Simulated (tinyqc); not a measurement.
Koster-Slater impurity in a tight-binding band, by Green functions and by supercells: one step, computed by the program tinyqc.

One orbital per site, e(k) = -2 t sum cos(k_i) over 2 direction(s), band from -4 t to 4 t, lattice constant 1. One site has the extra energy U. Spin is left out.

Question. Scattering. T = U/(1 - U G0); phase shift delta = -arg(1 - U G0) in (-pi, pi]; host density of states -Im G0/pi; on the impurity -Im[G0/(1 - U G0)]/pi; lifetime of a band state hbar/(-2 c Im T).

Inputs (values chosen for the exercise, for a model band): impurity potential U = -4.01 eV; impurity concentration c = 0.0003 per site.

Lattice: square.

G0(E + i eta) = 0.4082049-0.4712053i 1/eV

Constants: hbar = 6.582119569e-16 eV s.

Give: T matrix; phase shift delta; host density of states; density of states on the impurity; scattering lifetime.

Answer.

T matrix = -1.005-0.720i eV

phase shift delta = 0.6218 rad

host density of states = 0.1500 1/eV

density of states on the impurity = 0.01425 1/eV

scattering lifetime = 1524 fs

The Born approximation would take Im T = U^2 Im G0 = -7.58 eV, 10.5 times the full value.
